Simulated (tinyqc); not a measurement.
# Tunnelling through a two-layer gate stack, WKB transmission and Tsu-Esaki current: effects of single changes

Electrons leave the emitter at x = 0. Energies E (motion across the layers) are in eV from the emitter Fermi level; the collector Fermi level lies at -V and offers states at every E. No charge in the dielectric and no image force: F1 = V/(t1 + t2 eps1/eps2), F2 = F1 eps1/eps2; U = phi1 - F1 x in layer 1 and phi2 - F1 t1 - F2 (x - t1) in layer 2. With C = hbar^2/(2 m0), kappa = sqrt(m (U - E)/C) where U > E and 0 elsewhere; T(E) = exp(-S), S = 2 times the integral of kappa over x.

Inputs (values chosen for the exercise); layer 1 close to silicon nitride, layer 2 close to aluminium oxide:
- T = 400 K (temperature)
- Ef = 1.7 eV (Fermi energy of the emitter above its band bottom)
- me = 0.73 m0 (emitter mass in the supply function)
- phi1 = 2.16 eV (barrier of layer 1 above the emitter Fermi level at zero bias)
- m1 = 0.48 m0 (tunnelling mass of layer 1)
- t1 = 0.5 nm (thickness of layer 1)
- eps1 = 7.55 (relative permittivity of layer 1)
- phi2 = 2.67 eV (barrier of layer 2 at zero bias)
- m2 = 0.4 m0 (tunnelling mass of layer 2)
- t2 = 1.5 nm (thickness of layer 2)
- eps2 = 8.63 (relative permittivity of layer 2)
- V = 1.6 V (voltage across the dielectric)

Constants: q = 1.602176634e-19 C, kB = 1.380649e-23 J/K, hbar = 1.054571817e-34 J s, m0 = 9.1093837015e-31 kg, Vt = kB T/q, hbar^2/(2 m0) = 0.0380998212 eV nm^2. Results are converted to the units shown.

Each table varies one quantity; the others keep the values above.

## Effect of the thickness t1 at fixed voltage

Each layer adds (2/F) sqrt(m/C) [G(u at its left edge) - G(u at its right edge)] to S, with u = U - E (0 where negative) and G(u) = (2/3) u^1.5. J = J0 times the integral of T(E) N(E) dE, N = ln[(1 + exp(-E/Vt))/(1 + exp((-E - V)/Vt))], J0 = q^2 me m0 kB T/(2 pi^2 hbar^3) (times 1e-4 for A/cm^2 per eV), from E = -Ef to far above the barrier (T = 1 there), by quadrature converged to the digits shown.

Effect of the thickness t1 at fixed voltage:
```
t1 (nm)  S at E = 0   T(E = 0)  J (A/cm^2)  mean E of the current (eV)
0.3           15.69   1.528e-7       108.3                     -0.4858
0.41          16.61   6.116e-8       37.73                     -0.4530
0.53          17.61   2.256e-8       12.08                     -0.4201
0.64          18.52   9.051e-9       4.289                     -0.3926
0.76          19.52   3.347e-9       1.400                     -0.3651
0.87          20.43   1.346e-9      0.5055                     -0.3420
0.99          21.42  4.988e-10      0.1677                     -0.3191
1.1           22.33  2.009e-10     0.06142                     -0.2998
```

J falls from 108 to 0.0614 A/cm^2: 4.16 decades a nanometre between the first two rows and 3.97 between the last two. The exponent S alone gives dS/dt/ln 10 = 3.62 and 3.59. In 5 of the 8 rows a layer is thinner than 0.8 nm, a few atomic planes, where an effective mass is a rough description.

## Effect of the barrier height

Same model as above.

Effect of the barrier height:
```
phi1 (eV)  S at E = 0  T(E = 0)  J (A/cm^2)  mean E of the current (eV)
1.1             15.74  1.463e-7       67.03                     -0.3907
1.3             16.10  1.019e-7       49.19                     -0.4004
1.5             16.43  7.340e-8       36.93                     -0.4085
1.7             16.73  5.419e-8       28.23                     -0.4154
1.9             17.01  4.082e-8       21.90                     -0.4213
2.1             17.28  3.126e-8       17.20                     -0.4266
2.3             17.53  2.428e-8       13.66                     -0.4313
2.5             17.77  1.908e-8       10.95                     -0.4355
```

What does the table show?

J falls from 67.0 to 11.0 A/cm^2, on average 0.562 decades for each eV, while S rises from 15.7 to 17.8. In every row a layer is thinner than 0.8 nm, a few atomic planes, where an effective mass is a rough description.

Numbers from tinyqc (`OMP_NUM_THREADS=1 python tinyqc.py 2540153 2540154 out.jsonl`; about 0.06 s on one thread of a shared Intel Xeon 2.30GHz).
